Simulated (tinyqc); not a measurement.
From results back to parameters: bond-orbital model of a tetrahedral semiconductor (Harrison's universal couplings). Two cases, with inputs chosen for the exercise.

Problem. In the bond-orbital model the bond-antibond splitting is 2 sqrt(V2^2 + V3^2), Z* = 4 ap - (Z - 4) with ap = V3/sqrt(V2^2 + V3^2), and V2 = 3.22 x 2c/d^2, c = hbar^2/2m0. The values below come from a hidden bond length and V3.

Constants: hbar^2/2m0 = 3.80998211 eV angstrom^2.

Case 1.

Values chosen (out of a larger set: near tabulated values for GaAs; the model gives trends, and its gaps can be far from the real ones; not measured data): Z = 5 (valence electrons of the anion).

splitting = 9.25582 eV
Z* = 0.92852 e

Case 2.

Values chosen (out of a larger set: near tabulated values for SiC; the model gives trends, and its gaps can be far from the real ones; not measured data): Z = 4 (valence electrons of the anion).

splitting = 14.56502 eV
Z* = 1.07106 e

Find: V2, V3; d.

Solution. ap = (Z* + Z - 4)/4; V3 = ap times half the splitting, V2 = sqrt(1 - ap^2) times it, and d = sqrt(6.44 c/V2).

Case 1.

V2, V3 (eV): 4.055  2.231

d = 2.460 angstrom

Case 2.

V2, V3 (eV): 7.017  1.950

d = 1.870 angstrom

Computed by tinyqc, one run a case: `OMP_NUM_THREADS=1 python tinyqc.py N N+1 out.jsonl` with N = 1451828, 1451924; one thread of a shared Intel(R) Xeon(R) Processor @ 2.30GHz, about 0.01 s a run at most.
